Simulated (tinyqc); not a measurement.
# A finite superlattice with mass mismatch, transfer matrices: effects of single changes

One electron of energy E comes from the left lead (band edge 0); no transverse momentum. Parabolic bands, masses in units of m0, C = hbar^2/(2 m0); psi and psi'/m are continuous at every interface. N periods of a barrier d1 followed by a well Lw; the right lead equals the left one.

Inputs (values chosen for the exercise); masses and offsets close to those of InGaAs wells and InAlAs barriers: mass in the left lead mL = 0.041 m0; barrier height U1 = 0.52 eV; barrier mass m1 = 0.076 m0; barrier width d1 = 0.9 nm; well width (edge 0, mass mL) Lw = 7.7 nm; number of periods N = 3.

Constants: q = 1.602176634e-19 C, hbar = 1.054571817e-34 J s, m0 = 9.1093837015e-31 kg, hbar^2/(2 m0) = 0.0380998212 eV nm^2. Results are converted to the units shown.

Each table varies one quantity; the others keep the values above.

## Lowest miniband against d1

For the pair (psi, psi'/m) a flat layer has M = [[cos kd, (m/k) sin kd], [-(k/m) sin kd, cos kd]] with k = sqrt(m (E - U)/C) above its edge U, and M = [[cosh Kd, (m/K) sinh Kd], [(K/m) sinh Kd, cosh Kd]] with K = sqrt(m (U - E)/C) below it. With x(E) = (M11 + M22)/2 of one period, the lowest miniband of the infinite superlattice runs from x = 1 to x = -1, and the mass at its bottom is -2 C (dx/dE)/(d1 + Lw)^2.

Lowest miniband against d1:

| d1 (nm) | bottom (eV) | top (eV) | width (meV) | mass at the bottom (m0) |
|---|---|---|---|---|
| 0.5 | 0.02678 | 0.1239 | 97.12 | 0.04503 |
| 0.6 | 0.03077 | 0.1192 | 88.39 | 0.04627 |
| 0.8 | 0.03772 | 0.1109 | 73.18 | 0.04925 |
| 1 | 0.04348 | 0.1040 | 60.56 | 0.05294 |
| 1.2 | 0.04827 | 0.09838 | 50.11 | 0.05743 |
| 1.4 | 0.05226 | 0.09371 | 41.45 | 0.06283 |
| 1.6 | 0.05557 | 0.08987 | 34.29 | 0.06926 |
| 1.8 | 0.05834 | 0.08671 | 28.37 | 0.07689 |

What does the comparison show?

The width falls from 97.1 to 28.4 meV, the bottom rises from 0.0268 to 0.0583 eV, and the mass at the bottom rises from 0.0450 to 0.0769 m0 (well mass 0.041). Thicker barriers weaken the coupling between wells, which narrows the band and makes it heavier. In 2 of the 8 rows a layer is thinner than 0.8 nm, a few atomic planes, where an effective mass is a rough description.

## Transmission against energy

The matrices are multiplied with later layers to the left. With M acting on (psi, psi'/m) and v = k/m in each lead, T(E) = 4 vL vR/[(vL vR M12 - M21)^2 + (vR M11 + vL M22)^2]. The last column is exp(-2 sum K d) over the layers with U > E.

Result of one run:

| E (eV) | T(E) | exp(-2 sum K d) |
|---|---|---|
| 0.123 | 0.05352 | 0.008185 |

What becomes of these results when the electron energy E is changed from 0.123 to 0.611 eV, all else the same?

Result of the changed run:

| E (eV) | T(E) | exp(-2 sum K d) |
|---|---|---|
| 0.611 | 0.2793 | 1.000 |

The whole series:

| E (eV) | T(E) | exp(-2 sum K d) |
|---|---|---|
| 0.042 | 0.07112 | 0.005128 |
| 0.123 | 0.05352 | 0.008185 |
| 0.204 | 0.1003 | 0.01374 |
| 0.286 | 0.7894 | 0.02499 |
| 0.367 | 0.9698 | 0.05063 |
| 0.448 | 0.1648 | 0.1292 |
| 0.529 | 0.1132 | 1.000 |
| 0.611 | 0.2793 | 1.000 |
| 0.692 | 0.9935 | 1.000 |
| 0.773 | 0.7466 | 1.000 |
| 0.855 | 0.9901 | 1.000 |
| 0.936 | 0.4975 | 1.000 |

T(E) runs from 0.0711 at 0.042 eV to 0.498 at 0.936 eV; among the rows its largest value is 0.994 at 0.692 eV.

Range of the model: Masses are held fixed, although real bands cease to be parabolic a few tenths of an eV from their edges (inside a barrier too).

tinyqc, about 0.01 s, one thread, Intel Xeon 2.30GHz (shared host): `OMP_NUM_THREADS=1 python tinyqc.py 2560133 2560134 out.jsonl`
